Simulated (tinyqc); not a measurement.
# MOSFET with velocity saturation and source resistance: effects of single changes

Strong inversion, charge Q = Cox (Vg - m V) at channel potential V with Vg the gate overdrive, and drift velocity v = mu E/(1 + mu E/vsat). Integrating along the channel gives I = mu Cox (1/L)(Vg Vd - m Vd^2/2)/(1 + Vd/Vc) per width, Vc = vsat L/mu, which peaks at Vdsat. Units: I in uA/um, Rs in ohm um, so the drop over Rs is 1e-6 I Rs volts.

Parameters, values chosen for the exercise:
```
symbol  value        unit                       meaning
Cox      1.64     uF/cm^2              gate capacitance
mu0       450  cm^2/(V s)  mobility at low gate voltage
th        0.4         1/V          mobility degradation
vsat    6.7e6        cm/s           saturation velocity
m        1.16                               body factor
VT       0.33           V                     threshold
L        0.05          um                channel length
Rs        300      ohm um             source resistance
Vgs       1.2           V                  gate voltage
```

Each table varies one quantity; the others keep the values above.

## Effect of the mobility degradation

Vg = Vgs - I Rs - VT (0 if negative), mu = mu0/(1 + th Vg), Vc = vsat L/mu, x = sqrt(1 + 2 Vg/(m Vc)), Vdsat = 2 Vg/(m (1 + x)), Isat = Cox vsat Vg (x - 1)/(x + 1) per width. I = Isat is solved self-consistently; gm = dI/dVgs; Vdsat is the intrinsic value. The velocity at the source is I/(Cox Vg).

Effect of the mobility degradation:

| th (1/V) | Vc (V) | Vdsat (V) | Isat (uA/um) | gm (uS/um) | velocity at the source/vsat |
|---|---|---|---|---|---|
| 0 | 0.07444 | 0.2392 | 489.7 | 669.6 | 0.6163 |
| 0.2 | 0.08527 | 0.2526 | 476.8 | 645.5 | 0.5970 |
| 0.4 | 0.09620 | 0.2649 | 465.0 | 624.0 | 0.5793 |
| 0.6 | 0.1072 | 0.2764 | 454.0 | 604.8 | 0.5631 |
| 0.8 | 0.1183 | 0.2871 | 443.8 | 587.3 | 0.5481 |
| 1 | 0.1295 | 0.2971 | 434.2 | 571.3 | 0.5342 |
| 1.2 | 0.1408 | 0.3065 | 425.2 | 556.5 | 0.5212 |

What does the table show?

As th goes from 0 to 1.2 1/V, Isat falls from 490 to 425 uA/um, Vdsat rises from 0.239 to 0.306 V and gm falls from 670 to 556 uS/um; the velocity at the source goes from 0.62 to 0.52 of vsat. In every row the channel is so short that velocity overshoot and near-ballistic transport, left out here, matter.

## Effect of the channel length

Same model as above.

Effect of the channel length:

| L (um) | Vc (V) | Vdsat (V) | Isat (uA/um) | gm (uS/um) | velocity at the source/vsat |
|---|---|---|---|---|---|
| 0.03 | 0.05746 | 0.2150 | 512.8 | 666.8 | 0.6517 |
| 0.057 | 0.1098 | 0.2789 | 451.6 | 611.6 | 0.5595 |
| 0.11 | 0.2133 | 0.3557 | 378.0 | 539.3 | 0.4546 |
| 0.2 | 0.3905 | 0.4321 | 304.7 | 459.6 | 0.3562 |
| 0.39 | 0.7672 | 0.5177 | 222.7 | 359.1 | 0.2523 |
| 0.73 | 1.445 | 0.5899 | 153.5 | 263.2 | 0.1695 |
| 1.4 | 2.786 | 0.6494 | 96.47 | 174.6 | 0.1044 |
| 2.6 | 5.191 | 0.6892 | 58.31 | 109.7 | 0.06225 |
| 5 | 10.01 | 0.7159 | 32.65 | 63.09 | 0.03454 |

As L goes from 0.03 to 5 um, Isat falls from 513 to 32.6 uA/um, Vdsat rises from 0.215 to 0.716 V and gm falls from 667 to 63.1 uS/um; the velocity at the source goes from 0.65 to 0.035 of vsat. Isat goes as L^(-0.20) between the first two rows and as L^(-0.89) between the last two. For L = 0.03 to 0.057 um the channel is so short that velocity overshoot and near-ballistic transport, left out here, matter.

## Output curve without source resistance

Vg = Vgs - VT (0 if negative), mu = mu0/(1 + th Vg), Vc = vsat L/mu, x = sqrt(1 + 2 Vg/(m Vc)), Vdsat = 2 Vg/(m (1 + x)), Isat = Cox vsat Vg (x - 1)/(x + 1) per width. Below Vdsat the formula of the introduction holds, beyond it I = Isat; constant velocity-field slope (Vc infinite) gives the second column, with saturation at Vg/m.

Output curve without source resistance:

| Vd (V) | I without velocity saturation (uA/um) | I (uA/um) |
|---|---|---|
| 0.08 | 721.4 | 401.4 |
| 0.17 | 1436 | 533.0 |
| 0.27 | 2109 | 571.5 |
| 0.36 | 2606 | 573.1 |
| 0.46 | 3038 | 573.1 |
| 0.55 | 3318 | 573.1 |
| 0.64 | 3495 | 573.1 |
| 0.74 | 3572 | 573.1 |
| 0.83 | 3572 | 573.1 |

Velocity saturation lowers the current by 44 % in the first row and 84 % in the last, and moves saturation from Vg/m = 0.750 V to 0.300 V. In every row the channel is so short that velocity overshoot and near-ballistic transport, left out here, matter.

Computed by the program tinyqc: `OMP_NUM_THREADS=1 python tinyqc.py 2500010 2500011 out.jsonl`, one thread of a shared Intel Xeon 2.30GHz, about 0.01 s for the whole run.
